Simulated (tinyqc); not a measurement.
k.p theory built from an empirical-pseudopotential calculation at Gamma: one step. The mass from the table. Three cases, with inputs chosen for the exercise.

Question. A is the s-like conduction level at Gamma of a pseudopotential calculation, W its squared momentum coupling to multiplet B, and 1/m = 1 + sum_B W/(E_A - E_B). Add the last column, the sum over the higher multiplets and 1; two levels alone means 1 + W/E of multiplet 2 (whose E_B is 0).

Case 1.

Couplings:

| multiplet B | degeneracy | E_B (eV) | W (eV) | W/(E_A - E_B) |
|---|---|---|---|---|
| 2 | 3 | 0.000000 | 14.625704 | 24.418462 |
| 4 | 3 | 4.611320 | 0.015504 | -0.003864 |
| 7 | 3 | 12.124722 | 0.328203 | -0.028476 |
| 11 | 3 | 24.248242 | 0.662159 | -0.027999 |
| 12 | 3 | 24.614612 | 0.192709 | -0.008024 |
| 15 | 3 | 36.389585 | 0.046574 | -0.001301 |
| 16 | 3 | 37.175896 | 0.001342 | -0.000037 |
| 18 | 3 | 38.066915 | 0.012437 | -0.000332 |

sum over the higher multiplets = -0.002689
E_A = 0.598961 eV

Case 2.

Couplings:

| multiplet B | degeneracy | E_B (eV) | W (eV) | W/(E_A - E_B) |
|---|---|---|---|---|
| 2 | 3 | 0.000000 | 14.918232 | 25.553545 |
| 4 | 3 | 4.307431 | 0.093834 | -0.025200 |
| 7 | 3 | 11.701083 | 0.222644 | -0.020027 |
| 11 | 3 | 23.781516 | 0.476989 | -0.020562 |
| 12 | 3 | 23.989213 | 0.160440 | -0.006855 |
| 15 | 3 | 35.401546 | 0.048189 | -0.001384 |
| 17 | 3 | 36.170624 | 0.000162 | -0.000005 |
| 19 | 3 | 36.923996 | 0.005042 | -0.000139 |

sum over the higher multiplets = -0.001080
E_A = 0.583803 eV

Case 3.

Couplings:

| multiplet B | degeneracy | E_B (eV) | W (eV) | W/(E_A - E_B) |
|---|---|---|---|---|
| 2 | 3 | 0.000000 | 19.975364 | 17.076016 |
| 7 | 3 | 12.058883 | 0.228132 | -0.020951 |
| 10 | 3 | 26.818334 | 0.449782 | -0.017536 |
| 16 | 3 | 41.593207 | 0.011912 | -0.000295 |
| 23 | 3 | 43.499502 | 0.005842 | -0.000138 |
| 25 | 3 | 48.834041 | 0.006681 | -0.000140 |

sum over the higher multiplets = 0
E_A = 1.169791 eV

Give: 1/m; m; m from two levels.

Answer.

Case 1.

1/m = 25.346
m = 0.0395 m0
m from two levels = 0.0393 m0

Case 2.

1/m = 26.478
m = 0.0378 m0
m from two levels = 0.0377 m0

Case 3.

1/m = 18.037
m = 0.0554 m0
m from two levels = 0.0553 m0

Computed by tinyqc, one run a case: `OMP_NUM_THREADS=1 python tinyqc.py N N+1 out.jsonl` with N = 1051434, 1051463, 1051495; one thread of a shared Intel(R) Xeon(R) Processor @ 2.30GHz, about 0.5 s a run at most.
